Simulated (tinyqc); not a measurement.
Hole mobility in a silicon inversion layer, empirical terms and Matthiessen rule: effect of the charge at the interface.

Inversion layer of sheet density Ns on a uniformly doped body. The mobility terms are empirical power laws with prefactors chosen for the exercise; adding their inverses (Matthiessen) is itself an approximation.

ni = sqrt(Nc Nv) exp(-Eg/(2 Vt)), Eg in volts; Ndep = sqrt(2 eps0 eps_r Nb (2 Vt ln(Nb/ni) + Vsb)/q); E = q (Ndep + eta Ns)/(eps0 eps_r), in MV/cm. With t = T/(300 K): muC = Ac (Ns/1e12 cm^-2) t/(Nb/1e17 cm^-3 + Nit/1e11 cm^-2), muP = Ap E^(-1/3) t^(-1.75), muS = As E^(-gs); 1/mu is the sum of the inverses.

Inputs (values chosen for the exercise); material values close to those of silicon: temperature T = 293 K; band gap Eg = 1.11 eV; relative permittivity of the semiconductor eps_r = 11.5; conduction-band density of states at T Nc = 2.75e19 cm^-3; valence-band density of states at T Nv = 2.51e19 cm^-3; body doping Nb = 9.1e17 cm^-3; reverse body bias Vsb = 0.3 V; weight of the inversion charge in the effective field eta = 0.3333; phonon-limited mobility at 1 MV/cm and 300 K Ap = 119 cm^2/(V s); roughness-limited mobility at 1 MV/cm As = 370 cm^2/(V s); exponent of the roughness term gs = 1; Coulomb prefactor Ac = 1100 cm^2/(V s); inversion density Ns = 7.3e12 cm^-2.

Constants: q = 1.602176634e-19 C, kB = 1.380649e-23 J/K, Vt = kB T/q, eps0 = 8.8541878128e-14 F/cm where lengths are in cm. Results are converted to the units shown.

The same in every row: E (MV/cm) = 0.97880; muP (cm^2/(V s)) = 124.91; muS (cm^2/(V s)) = 378.02.

Effect of the charge at the interface:

| Nit (cm^-2) | muC (cm^2/(V s)) | mu (cm^2/(V s)) |
|---|---|---|
| 1e10 | 852.46 | 84.572 |
| 3.2e10 | 832.55 | 84.371 |
| 1e11 | 776.50 | 83.759 |
| 3.2e11 | 637.61 | 81.836 |
| 1e12 | 410.61 | 76.414 |
| 3.2e12 | 190.82 | 62.925 |
| 1e13 | 71.885 | 40.713 |

As Nit goes from 1e10 to 1e13 cm^-2, E stays at 0.979 MV/cm and mu falls from 84.6 to 40.7 cm^2/(V s). The smallest term is the phonon one in the first row and the Coulomb one in the last.

Computed by the program tinyqc: `OMP_NUM_THREADS=1 python tinyqc.py 2510014 2510015 out.jsonl`, one thread of a shared Intel Xeon 2.30GHz, about 0.01 s for the whole run.
